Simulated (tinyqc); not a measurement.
Inversion-layer mobility, back-scattering and ballistic limit of a field-effect transistor: one step, computed by the program tinyqc.

The charge at the top of the source barrier is fixed by the gate; series resistance and short-channel effects are left out. F_j are Fermi integrals normalised to exp(eta) in the classical limit.

Task: Ballistic limit. F_j(eta) = (1/Gamma(j + 1)) int_0^infinity x^j/(1 + exp(x - eta)) dx, F_0 = ln(1 + exp(eta)). Integrals over x = E/(k_B T) use 160 Gauss-Legendre points in u = sqrt(x) from 0 to sqrt(max(eta, 0) + 32). Ballistic channel: N_2D = g_v m k_B T/(pi hbar^2), U = e V_D/(k_B T); eta_F solves N_inv = (N_2D/2)[F_0(eta_F) + F_0(eta_F - U)]; v_T = sqrt(2 k_B T/(pi m)); I/W = e (N_2D/2) v_T [F_1/2(eta_F) - F_1/2(eta_F - U)]; injection velocity v_T F_1/2(eta_F)/F_0(eta_F).

Inputs (values chosen for the exercise, modelled on an InGaAs n-channel):
```
quantity               value  unit
transport mass m       0.045   m_0
valley degeneracy g_v      1     -
drain voltage V_D       0.89     V
temperature T            400     K
```

Statistics at the top of the barrier: Fermi-Dirac.

inversion density N_inv = 2.625518e+12 1/cm^2

Constants: m_0 = 9.1093837015e-31 kg; k_B = 1.380649e-23 J/K; hbar = 1.054571817e-34 J s; k_B = 8.617333262e-05 eV/K; e = 1.602176634e-19 C.

Give: N_2D; eta_F; thermal velocity v_T; injection velocity; ballistic current I/W.

Result:

N_2D = 6.4795e+11 1/cm^2

eta_F = 8.1038

thermal velocity v_T = 2.9286 1e7 cm/s

injection velocity = 6.3909 1e7 cm/s

ballistic current I/W = 2688.4 microampere/micrometre

Degeneracy raises the injection velocity by a factor 2.18. Caution: the Fermi level lies so high that further subbands and non-parabolicity matter.
